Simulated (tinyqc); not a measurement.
Inside a calculation. Model: long-channel MOSFET, surface-potential model.

Numbers from tinyqc (`OMP_NUM_THREADS=1 python tinyqc.py 2360036 2360037 out.jsonl`; about 0.03 s on one thread of a shared Intel Xeon 2.30GHz). Printed values are rounded.

n-channel transistor on a uniformly doped p-type body, gradual-channel approximation, constant mobility, Boltzmann statistics, full ionisation. Potentials are counted from the neutral body; V is the electron quasi-Fermi potential, Vsb at the source and Vsb + Vds at the drain. Charges are magnitudes per area.

Inputs (values chosen for the exercise); material values close to those of silicon:

| symbol | value | unit | meaning |
|---|---|---|---|
| T | 300 | K | temperature |
| Eg | 1.13 | eV | band gap |
| eps_r | 11.9 |  | relative permittivity of the semiconductor |
| Nc | 2.83e19 | cm^-3 | conduction-band density of states at T |
| Nv | 2.69e19 | cm^-3 | valence-band density of states at T |
| Na | 6.3e15 | cm^-3 | acceptor density of the body |
| eox | 24.9 |  | relative permittivity of the gate insulator |
| tox | 170 | nm | insulator thickness |
| Vfb | -0.8 | V | flat-band voltage |
| mu | 190 | cm^2/(V s) | channel mobility |
| W | 5 | um | gate width |
| L | 0.5 | um | gate length |
| Vsb | 0.3 | V | source-body reverse bias |
| Vgs | 0.75 | V | gate-source voltage |
| Vds | 0.05 | V | drain-source voltage |

Constants: q = 1.602176634e-19 C, kB = 1.380649e-23 J/K, Vt = kB T/q, eps0 = 8.8541878128e-14 F/cm where lengths are in cm. Results are converted to the units shown.

## Body potential, insulator capacitance and body factor

ni = sqrt(Nc Nv) exp(-Eg/(2 Vt)), Eg in volts; phiF = Vt ln(Na/ni); Cox = eps0 eox/tox; gamma = sqrt(2 q eps0 eps_r Na)/Cox. VT = Vfb + 2 phiF + gamma sqrt(2 phiF + Vsb), m = 1 + gamma/(2 sqrt(2 phiF + Vsb)).

ni = 8.89584e9 cm^-3
phiF = 0.348239 V
Cox = 0.129688 uF/cm^2
gamma = 0.355622 V^0.5
VT = 0.251473 V
m = 1.17813

## Iteration 1: surface potential at the source by Newton steps

psi at the start (the smaller of 2 phiF + Vsb + 4 Vt and the root without inversion charge) = 1.09989 V

With V = Vsb: G = psi - Vt + Vt e, e = exp((psi - 2 phiF - Vsb)/Vt); f = Vgs + Vsb - Vfb - psi - gamma sqrt(G); f' = -1 - gamma (1 + e)/(2 sqrt(G)); psi(new) = psi - f/f'.

G = 2.48576 V
f = 0.189426 V
f' = -7.27140
psi after iteration 1 = 1.12594 V

## Iteration 2: surface potential at the source by Newton steps

As before.

G = 4.96716 V
f = -0.0685207 V
f' = -13.0140
psi after iteration 2 = 1.12068 V

## Course of the iteration: surface potential at the source by Newton steps

Stop when psi changes by less than 1e-10 V, or after 40 iterations.

Course of the iteration:

| iteration | psi (V) | \|change\| (V) |
|---|---|---|
| 1 | 1.12594 | 0.0261 |
| 2 | 1.12068 | 5.27e-3 |
| 3 | 1.12035 | 3.23e-4 |
| 4 | 1.12035 | 1.15e-6 |
| 5 | 1.12035 | 1.43e-11 |

Converged in 5 iterations. At the end the number of correct digits about doubles with each step.

## Charges and current of the charge-sheet model

psi_0 = 1.12035 V
psi_L = 1.16535 V

psi_0 and psi_L solve Vgs + Vsb - Vfb - psi = gamma sqrt(G) at V = Vsb and Vsb + Vds. Qi = Cox gamma [sqrt(G) - sqrt(psi - Vt)], G = psi - Vt + Vt exp((psi - 2 phiF - V)/Vt), at both ends. With U = Vgs + Vsb - Vfb: drift = mu (W/L) Cox [U (psi_L - psi_0) - (psi_L^2 - psi_0^2)/2 - (2/3) gamma ((psi_L - Vt)^1.5 - (psi_0 - Vt)^1.5)]; diffusion = mu (W/L) Vt (Qi0 - QiL).

Qi0 = 46.3767 nC/cm^2
QiL = 39.5594 nC/cm^2
drift current = 3.67332 uA
diffusion current = 0.334857 uA
drain current = 4.00817 uA

Drift carries 91.6 % of the current.

## Inversion charge along the channel

| point | V (V) |
|---|---|
| 0 | 0.3 |
| 1 | 0.308333 |
| 2 | 0.316667 |
| 3 | 0.325 |
| 4 | 0.333333 |
| 5 | 0.341667 |
| 6 | 0.35 |

The surface potential psi at channel potential V solves Vgs + Vsb - Vfb - psi = gamma sqrt(G), G = psi - Vt + Vt exp((psi - 2 phiF - V)/Vt). Charge sheet: Qi = Cox gamma [sqrt(G) - sqrt(psi - Vt)]. Pao-Sah: Qi = (Cox gamma/2) integral from 3 Vt to psi of exp((u - 2 phiF - V)/Vt)/sqrt(G(u, V)) du.

| point | psi (V) | Qi, charge sheet (nC/cm^2) | Qi, Pao-Sah (nC/cm^2) |
|---|---|---|---|
| 0 | 1.12035 | 46.3767 | 46.8426 |
| 1 | 1.12789 | 45.2329 | 45.6863 |
| 2 | 1.13542 | 44.0920 | 44.5329 |
| 3 | 1.14293 | 42.9540 | 43.3826 |
| 4 | 1.15042 | 41.8193 | 42.2356 |
| 5 | 1.15789 | 40.6877 | 41.0918 |
| 6 | 1.16535 | 39.5594 | 39.9515 |

At the source the charge-sheet charge is 0.99 % below the Pao-Sah one.

## Pao-Sah current by Simpson's rule

I = mu (W/L) integral of Qi dV; Simpson's rule on the 7 points, step Vds/6, weights 1, 4, 2, ..., 4, 1 times step/3.

Pao-Sah current = 4.12181 uA

Gauss-Legendre quadrature on many points gives 4.122 uA, so this value is within 0.01 % of it; the charge-sheet current, 4.008 uA, is 2.8 % below it.
